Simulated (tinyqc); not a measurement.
Tunnel coupling from the slope of the charge transition.

Inverse problem. In a double dot with one electron the occupation changes at zero detuning with the slope tanh(tc/kB T)/(4 tc). Find kB T, tc and 2 tc/h.

Parameters, values chosen for the exercise:
```
symbol  value  unit               meaning
T        0.12     K  electron temperature
```

Constants: q = 1.602176634e-19 C, kB = 1.380649e-23 J/K, h = 6.62607015e-34 J s, Vt = kB T/q. Results are converted to the units shown.

dP_R/d(ep) at ep = 0 = 0.013647441 1/ueV

Answer. The slope falls steadily with tc from 1/(4 kB T), so there is one root.

kB T = 10.3 ueV
tc = 17.0 ueV
2 tc/h = 8.22 GHz

Program tinyqc, `OMP_NUM_THREADS=1 python tinyqc.py 2470106 2470107 out.jsonl`; Intel Xeon 2.30GHz, shared host, one thread, about 0.01 s.
